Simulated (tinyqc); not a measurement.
Sweep of a uniaxial [100] stress: six-band Luttinger-Kohn model with strain.

Six-band Luttinger-Kohn model in the basis |3/2,3/2>, |3/2,1/2>, |3/2,-1/2>, |3/2,-3/2>, |1/2,1/2>, |1/2,-1/2>, electron energies, zero at the top of the unstrained valence band. H = -[rows: (P+Q, -S, R, 0, -S/r2, r2 R); (-S*, P-Q, 0, R, -r2 Q, r32 S); (R*, 0, P-Q, S, r32 S*, r2 Q); (0, R*, S*, P+Q, -r2 R*, -S*/r2); (-S*/r2, -r2 Q, r32 S, -r2 R, P+Dso, 0); (r2 R*, r32 S*, r2 Q, -S/r2, 0, P+Dso)], r2 = sqrt(2), r32 = sqrt(3/2). Levels are twofold.

P = c g1 k^2 - av tr(e); Q = c g2 (kx^2 + ky^2 - 2 kz^2) - (b/2)(exx + eyy - 2 ezz); R = c sqrt3 [-g2 (kx^2 - ky^2) + 2i g3 kx ky] + (sqrt3/2) b (exx - eyy) - i d exy; S = 2 c sqrt3 g3 (kx - i ky) kz - d (exz - i eyz); c = hbar^2/2m0, e the strain tensor (not engineering shear).

s11 = (C11 + C12)/((C11 - C12)(C11 + 2 C12)), s12 = -C12/((C11 - C12)(C11 + 2 C12)), s44 = 1/C44; exx = s11 sxx + s12 (syy + szz) and cyclic, exy = s44 sxy/2; tension is positive. A uniaxial stress X along the unit vector n is s_ij = X n_i n_j.

Constants: hbar^2/2m0 = 3.80998211 eV angstrom^2.

Values chosen for the exercise (near those of Si; the results hold for these values, not for the real material): Dso = 0.046 eV (spin-orbit splitting); g1 = 4.31 (Luttinger gamma1); g2 = 0.34 (gamma2); g3 = 1.47 (gamma3); av = 2.58 eV (valence hydrostatic potential); b = -1.99 eV (tetragonal shear potential); d = -4.6 eV (trigonal shear potential); C11 = 174.6 GPa; C12 = 67.4 GPa; C44 = 77.8 GPa; load = uniaxial [100] (kind of stress).

Edges at k = 0 and curvature masses of the top pair along [110] and [001] (step 0.0002 1/angstrom); at zero stress the top is fourfold and has no single curvature.

Edges and masses:
```
X (GPa)  top (eV)  second (eV)  third (eV)  splitting (meV)  m [110]  m [001]
-2.10      0.0486      -0.0565     -0.0906            105.1    0.216    0.274
-1.40      0.0298      -0.0377     -0.0731             67.4    0.216    0.272
-0.70      0.0124      -0.0188     -0.0571             31.2    0.218    0.267
0.00       0.0000       0.0000     -0.0460              0.0        -        -
0.70       0.0188       0.0010     -0.0484             17.8    0.242    0.215
1.40       0.0377       0.0138     -0.0624             23.9    0.242    0.215
2.10       0.0565       0.0303     -0.0802             26.2    0.242    0.215
```

How do the results move, and what explains it?

The splitting reaches 105.1 meV under compression and 26.2 meV under the same tension; linear shear terms alone would make the two equal, and the difference comes from the coupling to the split-off band. At the ends of the sweep the top pair has a mass along [110] of 0.216 under compression and 0.242 under tension, so compression gives the lighter holes along [110]; along [001] it has 0.274 and 0.215. The top edge itself moves by +49 and +56 meV.

Run: tinyqc, `OMP_NUM_THREADS=1 python tinyqc.py 1051398 1051399 out.jsonl`; Intel(R) Xeon(R) Processor @ 2.30GHz, one thread, shared host; about 0.05 s of CPU time with all checks.
